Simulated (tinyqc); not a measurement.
Tight binding, honeycomb lattice, step by step. One step of it, computed by the program tinyqc.

Task: Levels at k. Diagonalise the Hermitian matrix.

H(k) at k (eV):
```
,A,B
A,2.445012,-2.552547+0.272816i
B,-2.552547-0.272816i,-2.454464
```

Give: eigenvalues; weights |c|^2 of the basis functions.

Result:

eigenvalues (eV): -3.5531  3.5437

weights |c|^2 of the basis functions:
```
,band 1,band 2
A,0.1548,0.8452
B,0.8452,0.1548
```
